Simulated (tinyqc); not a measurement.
What moves the carrier density: donors on two lattice sites with valley-orbit split states.

Each donor binds at most one electron, in any of its states. For a site s, W_s = sum over its states of g exp(E/kT), and the ionised share is 1/(1 + W_s exp(eta)), eta = (EF - Ec)/kT; n = Nc F_1/2(eta); neutrality n + NA = ND x (mean ionised share, the two sites in equal numbers); holes are neglected. Nc from N = 2 (m kB T/(4 pi c))^(3/2) with c = hbar^2/2m0, in 1/angstrom^3; times 1e24 for 1/cm^3, m = md. F_j(eta) = (1/Gamma(j + 1)) integral_0^infinity x^j dx/(1 + exp(x - eta)), which tends to exp(eta) for eta << 0.

Mobility (Caughey-Thomas form): mu = mu0 + (mu1 (T/300)^(-ga) - mu0)/(1 + ((ND + NA)/Nr)^de); rho = 1/(e n mu), e = 1.602176634e-19 C.

Constants: hbar^2/2m0 = 3.80998211 eV angstrom^2; kB = 8.617333262e-05 eV/K.

Inputs chosen for the exercise (near those of nitrogen in 4H-SiC; shifted at random, so the results belong to these values and not to a real crystal):
- md = 0.796 m0 (density-of-states mass of the conduction band)
- E = (60.4, 52, 131.8, 88.6) meV (binding energies of h ground, h excited, k ground, k excited)
- g = (2, 4, 2, 4) (their degeneracies with spin)
- ND = 2.5e+18 1/cm^3 (donors, half on each site)
- NA = 0 1/cm^3 (compensating acceptors, all ionised)
- T = 200 K
- mu0 = 43 cm^2/(V s) (mobility at heavy doping)
- mu1 = 922 cm^2/(V s) (mobility at light doping and 300 K)
- Nr = 2.1e+17 1/cm^3 (reference doping)
- de = 0.61 (doping exponent)
- ga = 2.4 (temperature exponent)

All results formed anew.

Results for these values:
```
case     eta  n (1/cm^3)  rho (ohm cm)
base  -3.612   2.594e+17       0.05052
```

What happens to each result for E = (65.4, 52, 131.8, 88.6) meV, all else kept?

Answer: eta falls from -3.612 to -3.673; n falls from 2.594e+17 to 2.443e+17; rho rises from 0.05052 to 0.05364.

The same for each parameter in turn:
```
case                                eta  n (1/cm^3)  rho (ohm cm)
base                             -3.612   2.594e+17       0.05052
E = (65.4, 52, 131.8, 88.6) meV  -3.673   2.443e+17       0.05364
md = 0.876 m0                    -3.692   2.765e+17       0.04738
ND = 5e+18 1/cm^3                -3.232   3.777e+17       0.04779
NA = 2.5e+17 1/cm^3              -4.177   1.481e+17       0.09241
T = 230 K                        -3.530   3.469e+17       0.05132
Nr = 4.2e+17 1/cm^3              -3.612   2.594e+17       0.03720
```

tinyqc: `OMP_NUM_THREADS=1 python tinyqc.py 1650064 1650065 out.jsonl`; about 0.01 s, one thread, shared Intel(R) Xeon(R) Processor @ 2.30GHz.
